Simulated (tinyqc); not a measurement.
CIS on RHF in the sto-3g basis, for H2, spin multiplicity 1, step by step. One step of it, computed by the program tinyqc.

Question. CIS matrix, singlets. A(ia,jb) = (e_a - e_i) d_ij d_ab + 2 (ia|jb) - (ij|ab).

orbital energies (hartree): MO1 -0.622628, MO2 0.786785

Two-electron integrals over orbitals (pq|rs), unique and non-zero (hartree):
```
p,q,r,s,(pq|rs)
1,1,1,1,0.693989
2,1,2,1,0.175741
2,2,1,1,0.681676
2,2,2,2,0.716812
```

Give: CIS matrix A, singlet.

Answer.

CIS matrix A, singlet (hartree):
```
,1>2
1>2,1.0792
```
